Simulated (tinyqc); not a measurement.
# Reverse leakage of an n+-p junction: diffusion, generation, trap-assisted and band-to-band tunnelling: leakage components against the reverse bias

One-sided abrupt junction in the depletion approximation, x from the junction (0) to W on the p side, field F = F0 (1 - x/W). Flat quasi-Fermi levels, long p side. Traps generate through SRH with both lifetimes shortened by 1 + Gamma (Hurkx enhancement, form for moderate fields); band-to-band generation is local and needs a total bending above Eg.

ni = sqrt(Nc Nv) exp(-Eg/(2 Vt)), Eg in volts; Vbi = Vt ln(Na Nd/ni^2); W = sqrt(2 eps0 eps_r (Vbi + VR)/(q Na)); F0 = 2 (Vbi + VR)/W; FG = sqrt(24 mt m0 (kB T)^3)/(q hbar); J_diff = q ni^2 sqrt(Dn/tau)(1 - exp(-VR/Vt))/Na. u = (Vbi + VR)(1 - x/W)^2, p = Na exp(-u/Vt), n = Nd exp((u - Vbi - VR)/Vt); G0 = ni^2 (1 - exp(-VR/Vt))/(tau (n + p + 2 ni cosh(Et/Vt))); Gamma = 2 sqrt(3 pi)(F/FG) exp((F/FG)^2); trap-assisted part G0 Gamma; G_bb = Ab F^2.5 exp(-Bb/F) with F in V/cm, zero unless Vbi + VR > Eg. Currents are q times the integrals over 0 to W; J_bb under 1e-8 of J is printed as 0; rows with F0/FG above 2.2, beyond the range of this Gamma, are left out.

Values chosen for this exercise; band and dielectric values close to those of silicon: temperature T = 300 K; band gap Eg = 1.12 eV; relative permittivity eps_r = 11.8; conduction-band density of states at T Nc = 2.78e19 cm^-3; valence-band density of states at T Nv = 2.67e19 cm^-3; acceptor density of the lighter side Na = 7.5e16 cm^-3; donor density of the heavier side Nd = 1e20 cm^-3; SRH lifetime of both carriers at zero field tau = 2e-9 s; trap level above the intrinsic level Et = -0.03 eV; tunnelling mass mt = 0.25 m0; electron diffusion coefficient on the lighter side Dn = 6.9 cm^2/s; band-to-band prefactor Ab = 3.8e14 cm^-0.5 V^-2.5 s^-1; band-to-band field constant Bb = 1.83e7 V/cm.

Constants: q = 1.602176634e-19 C, kB = 1.380649e-23 J/K, hbar = 1.054571817e-34 J s, m0 = 9.1093837015e-31 kg, Vt = kB T/q, eps0 = 8.8541878128e-14 F/cm where lengths are in cm. Results are converted to the units shown.

The same in every row: J_bb (A/cm^2) = 0.

Leakage components against the reverse bias:
```
VR (V)	F0 (kV/cm)	F0/FG	J_diff (A/cm^2)	J_SRH (A/cm^2)	J_TAT (A/cm^2)	J (A/cm^2)	largest part
0.2	166	0.451	1.42e-11	6.04e-7	1.17e-6	1.77e-6	trap-assisted tunnelling
0.7	198	0.536	1.43e-11	1.47e-6	3.53e-6	4.99e-6	trap-assisted tunnelling
1.2	225	0.610	1.43e-11	2.15e-6	6.09e-6	8.24e-6	trap-assisted tunnelling
1.7	249	0.676	1.43e-11	2.74e-6	8.89e-6	1.16e-5	trap-assisted tunnelling
2.2	271	0.736	1.43e-11	3.26e-6	1.19e-5	1.52e-5	trap-assisted tunnelling
2.7	292	0.791	1.43e-11	3.73e-6	1.52e-5	1.90e-5	trap-assisted tunnelling
3.2	311	0.843	1.43e-11	4.17e-6	1.88e-5	2.30e-5	trap-assisted tunnelling
3.7	329	0.892	1.43e-11	4.57e-6	2.27e-5	2.73e-5	trap-assisted tunnelling
4.2	346	0.938	1.43e-11	4.96e-6	2.70e-5	3.20e-5	trap-assisted tunnelling
```

J rises from 1.77e-6 to 3.20e-5 A/cm^2. Trap-assisted tunnelling leads at VR = 0.2 and in all other rows. The ratio J_TAT/J_SRH goes from 1.94 to 5.45 as F0/FG goes from 0.451 to 0.938.

Range of the model: The n+ side is degenerate, so Vbi from Boltzmann statistics is only a guide.

Numbers from tinyqc (`OMP_NUM_THREADS=1 python tinyqc.py 2290082 2290083 out.jsonl`; about 0.01 s on one thread of a shared Intel Xeon 2.30GHz).
